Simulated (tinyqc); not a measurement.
Trap depth and cross-section from two peaks.

Problem. A DLTS peak lies where ew = sn g T^2 exp(-Et/kB T), g = vth Nc/(300 K)^2. Find Et and sn.

Inputs (values chosen for the exercise): conduction-band density of states at 300 K Nc = 5.66e17 cm^-3; thermal velocity at 300 K vth = 4.2e7 cm/s.

Constants: q = 1.602176634e-19 C, kB = 1.380649e-23 J/K. Results are converted to the units shown.

peak temperatures for ew = 10 and 500 1/s (K): [153.07095, 180.59089]

Answer. The slope of ln(ew/T^2) against q/kB T is -Et, and the intercept is ln(sn g).

Et = 0.310 eV
sn = 2.60e-14 cm^2

Program tinyqc, `OMP_NUM_THREADS=1 python tinyqc.py 2050056 2050057 out.jsonl`; Intel Xeon 2.30GHz, shared host, one thread, about 0.01 s.
